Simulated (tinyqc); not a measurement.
Minority-electron transport through the base of a bipolar transistor (Moll-Ross and Kroemer integrals): one step, computed by the program tinyqc. Command: `OMP_NUM_THREADS=1 python tinyqc.py 3008726 3008727 out.jsonl base walk`. One thread of a shared host (Intel(R) Xeon(R) Processor @ 2.30GHz), about 0.01 s of CPU time with the checks.

Low injection, one dimension, x from the emitter edge (0) to the collector edge (W), s = x/W. Recombination is treated as a small correction (valid for tau_B well below tau_n), computed from the stored charge.

Question. Gain and speed. Emitter-limited gain beta_E = G_E/G_B; recombination-limited gain beta_R = tau_n/tau_B; 1/beta = 1/beta_E + 1/beta_R; f_T from the base alone = 1/(2 pi tau_B).

Inputs (values chosen for the exercise, modelled on silicon): electron lifetime tau_n = 0.37 ns; emitter Gummel number G_E = 1.5e+13 s/cm^4; temperature T = 300 K.

Base doping profile: uniform. Gap grading: linear. Exit of the base: infinite sink.

base Gummel number G_B = 1.432846e+12 s/cm^4

base transit time tau_B = 0.7603018 ps

Give: beta_E; beta_R; current gain beta; f_T from the base alone.

Answer.

beta_E = 10.47

beta_R = 486.6

current gain beta = 10.25

f_T from the base alone = 209.3 GHz

The gain is limited mainly by hole injection into the emitter (98 % of the base current).
